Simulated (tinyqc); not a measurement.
Inside a calculation. Model: double-gate transistor below threshold, two-dimensional Poisson equation on a small mesh.

Computed by the program tinyqc: `OMP_NUM_THREADS=1 python tinyqc.py 2480021 2480022 out.jsonl`, one thread of a shared Intel Xeon 2.30GHz, about 0.1 s for the whole run. Printed values are rounded.

Half of a symmetric double-gate structure: row 0 is the mid-plane of the body, where the normal field vanishes. Mobile charge is neglected (subthreshold), the body is fully depleted, and potentials are counted from the intrinsic level; rows run upward to the gate, columns from source to drain.

Values chosen for this exercise; semiconductor permittivity close to that of silicon: relative permittivity of the semiconductor eps_r = 11.7; relative permittivity of the insulator eox = 3.9; half the body thickness tb = 5 nm; insulator thickness tox = 1.6 nm; channel length L = 26 nm; acceptor density of the depleted body Na = 0 cm^-3; potential of the source Vbi = 0.52 V; gate offset Vfb = 0.07 V; gate voltage Vg = 0 V; drain voltage Vd = 0.5 V.

Constants: q = 1.602176634e-19 C, eps0 = 8.8541878128e-14 F/cm where lengths are in cm. Results are converted to the units shown.

## Coefficients of the five-point equations

Mesh: rows i = 0..2 in the semiconductor (step hs = tb/2, row 2 on the interface), then 1 step(s) ho = tox/1 up to the gate row 3; columns j = 0..4 (step hy = L/4). Box integration, divided by eps0: up_i = eps hy/h of the interval above row i, dn_i = that of the interval below (0 for row 0), lat_i = (sum of eps h/2 over the intervals above and below)/hy, s_i = -q Na w_i hy/eps0 with w_i the semiconductor height of the box (hs/2 for row 0 and the interface row, hs between, 0 in the insulator). Each free node obeys (up + dn + 2 lat) psi = up psi(above) + dn psi(below) + lat [psi(left) + psi(right)] + s.

up, row 0 to 2: [30.42, 30.42, 15.84375]
dn, row 0 to 2: [0, 30.42, 30.42]
lat, row 0 to 2: [2.25, 4.5, 2.73]
s, row 0 to 2 (V): [0, 0, 0]

## Iteration 1: over-relaxation sweep (omega = 2.05)

psi at the start (fixed values on the edges, free nodes at zero) (V):
```
             j=0        j=1        j=2        j=3        j=4
row 0   0.520000   0.000000   0.000000   0.000000   1.020000
row 1   0.520000   0.000000   0.000000   0.000000   1.020000
row 2   0.520000   0.000000   0.000000   0.000000   1.020000
row 3  -0.070000  -0.070000  -0.070000  -0.070000  -0.070000
```

Free nodes: rows 0..2, columns 1..3, taken row by row from row 0, left to right. t = (up psi(above) + dn psi(below) + lat [psi(left) + psi(right)] + s)/(up + dn + 2 lat), with the newest neighbours; psi(new) = psi + 2.05 (t - psi).

psi after iteration 1 (V):
```
             j=0        j=1        j=2        j=3        j=4
row 0   0.520000   0.068686   0.009073   0.135928   1.020000
row 1   0.520000   0.130016   0.025274   0.259439   1.020000
row 2   0.520000   0.169062   0.004809   0.379722   1.020000
row 3  -0.070000  -0.070000  -0.070000  -0.070000  -0.070000
```

## Iteration 2: over-relaxation sweep (omega = 2.05)

As before.

psi after iteration 2 (V):
```
             j=0        j=1        j=2        j=3        j=4
row 0   0.520000   0.229949   0.083937   0.466406   1.020000
row 1   0.520000   0.291790   0.125515   0.634415   1.020000
row 2   0.520000   0.187111   0.163654   0.450292   1.020000
row 3  -0.070000  -0.070000  -0.070000  -0.070000  -0.070000
```

## Course of the iteration: over-relaxation sweep (omega = 2.05)

Stop when the largest change of psi is below 1e-7 V, or after 25 iterations. Fixed values: gate row Vg - Vfb; column 0 at Vbi and the last column at Vbi + Vd in the semiconductor, each running linearly to Vg - Vfb across the insulator.

Course of the iteration:
```
iteration  psi at row 0, j = 2 (V)  largest |change| of one entry (V)
1                      0.009072514                              0.380
2                       0.08393742                              0.375
3                        0.2450932                              0.344
4                        0.5051709                              0.341
5                        0.3307578                              0.354
6                      -0.06589936                              0.397
7                       -0.3222175                              0.265
8                       0.05935428                              0.395
9                        0.3808634                              0.405
...                            ...                                ...
17                       0.8593552                              0.524
18                       0.2383389                              0.711
19                      -0.3962245                              0.840
20                      -0.3903830                              0.733
21                      0.06755099                               1.06
22                       0.2569398                               1.13
23                       0.6372273                              0.635
24                       0.7558117                               1.32
25                       0.4004857                              0.811
```

Not converged within 25 iterations. The largest change wanders without falling. Over-relaxation cannot converge for omega of 2 or more. A rerun with over-relaxation at omega = 1.36 converges in 20 iterations.
